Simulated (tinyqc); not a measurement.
Margin needed against array size.

Cells fail independently with probability Q(k) = erfc(k/sqrt(2))/2 when the margin is k standard deviations, and Y = exp(-Nb Q(k)). phi = exp(-k^2/2)/sqrt(2 pi).  k solves Y = exp(-Nb Q(k)); the estimate is sqrt(2 ln(Nb/(-ln Y))).

Parameters, values chosen for the exercise:

| symbol | value | unit | meaning |
|---|---|---|---|
| Y | 0.99 |  | wanted yield |

Margin needed against array size:
```
Nb           allowed Q      k  estimate
4096          2.454e-6  4.569     5.083
65536         1.534e-7  5.119     5.602
1048576       9.585e-9  5.619     6.077
16777216     5.990e-10  6.080     6.517
268435456    3.744e-11  6.511     6.929
4294967296   2.340e-12  6.915     7.319
68719476736  1.463e-13  7.298     7.688
```

A 1.68e7-fold larger array raises k only from 4.57 to 7.30; the last factor of 16 costs 0.38 standard deviations. The estimate, which drops the factor 1/(k sqrt(2 pi)) of the tail, is 11 % above k in the first row and 5.3 % above it in the last.

tinyqc, about 0.01 s, one thread, Intel Xeon 2.30GHz (shared host): `OMP_NUM_THREADS=1 python tinyqc.py 2090117 2090118 out.jsonl`
